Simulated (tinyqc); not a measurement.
Changing the width sigma of the defect charge: finite-size error of a charged defect in a periodic cell: Madelung and Makov-Payne terms. Computed by tinyqc, a small Python program. Command: `OMP_NUM_THREADS=1 python tinyqc.py 3008512 3008513 out.jsonl imagecharge sweep`. One thread of a shared host (Intel(R) Xeon(R) Processor @ 2.30GHz), about 0.08 s of CPU time with the checks.

L is the cube root of the cell volume. The defect charge is a Gaussian, rho(r) = q (2 pi sigma^2)^(-3/2) exp(-r^2/2 sigma^2), repeated periodically in a uniform neutralising background and screened by a continuum. The model cell energy is E(L) = E_0 + [periodic - isolated electrostatic energy].

Inputs (values chosen for the exercise, for a model uniaxial host):

| quantity | value | unit |
|---|---|---|
| charge q | -1 | e |
| cell length L | 18.8 | angstrom |
| dielectric constant eps_xy | 12.6 | - |
| dielectric constant eps_z | 20.5 | - |
| axis ratio c/a | 1.44 | - |
| formation energy of the isolated defect E_0 | 4.55 | eV |

Supercell lattice: tetragonal. Screening: uniaxial.

Constants: e^2/(4 pi eps_0) = 14.39964548 eV angstrom.

Method:
- Cell vectors: (1,0,0), (0,1,0), (0,0,c/a), scaled to volume L^3.
- Ewald sum for a unit point charge: scale each Cartesian component of the cell by 1/sqrt(eps_i), giving R', G' and V'; E = [ (1/2) sum erfc(eta R')/R' + (2 pi/V') sum exp(-G'^2/4 eta^2)/G'^2 - eta/sqrt(pi) - pi/(2 V' eta^2) ] e^2/(4 pi eps_0) / sqrt(eps_x eps_y eps_z), over n_i = -6..6, omitting n = (0,0,0), eta = 2/V'^(1/3). alpha = -2 E eps_g L/(e^2/(4 pi eps_0)), eps_g = (eps_x eps_y eps_z)^(1/3).
- Periodic energy of the Gaussian: (2 pi q^2/V) sum_(G != 0) exp(-sigma^2 G^2)/(G.eps.G) x e^2/(4 pi eps_0), n_i = -k..k with k = max(9, L/sigma rounded up). Isolated energy: q^2/(2 sqrt(pi) sigma) <1/(n.eps.n)> e^2/(4 pi eps_0), the mean over directions n (64 Gauss-Legendre points in cos(theta)).

One run for each value:

| width sigma of the defect charge (angstrom) | finite-size error (eV) | isolated energy (eV) | point-charge correction -q^2 E (eV) |
|---|---|---|---|
| 0.70 | -0.07247 | 0.3895 | 0.07295 |
| 0.88 | -0.07218 | 0.3099 | 0.07295 |
| 1.10 | -0.07175 | 0.2479 | 0.07295 |
| 1.80 | -0.06972 | 0.1515 | 0.07295 |
| 2.20 | -0.06812 | 0.1239 | 0.07295 |
| 2.80 | -0.06509 | 0.0974 | 0.07295 |
| 3.50 | -0.06067 | 0.0779 | 0.07295 |

Give the missing row, width sigma of the defect charge (angstrom) = 1.40.

Computed row; columns: (1) width sigma of the defect charge (angstrom); (2) finite-size error (eV); (3) isolated energy (eV); (4) point-charge correction -q^2 E (eV):
```
(1)        (2)     (3)      (4)
1.40  -0.07100  0.1948  0.07295
```

Interpolating between the two neighbouring rows (linearly) misses most in isolated energy (eV), by 6.1 %. Over the rows, finite-size error (eV) rises from -0.0725 to -0.0607 (exponent d ln y / d ln x -0.017 between the first rows and -0.31 between the last); isolated energy (eV) falls from 0.390 to 0.0779 (exponent d ln y / d ln x about -1.00 throughout); point-charge correction -q^2 E (eV) does not change. The exponent of isolated energy stays at -1: the self-energy goes as 1/sigma. The true error shrinks from 99 % to 83 % of the point-charge term as the charge spreads: a delocalised charge needs less correction.

Caution (rows 3.50): the nearest image is closer than five widths, so the tails of the charge clouds overlap and the expansion in 1/L is no longer exact.
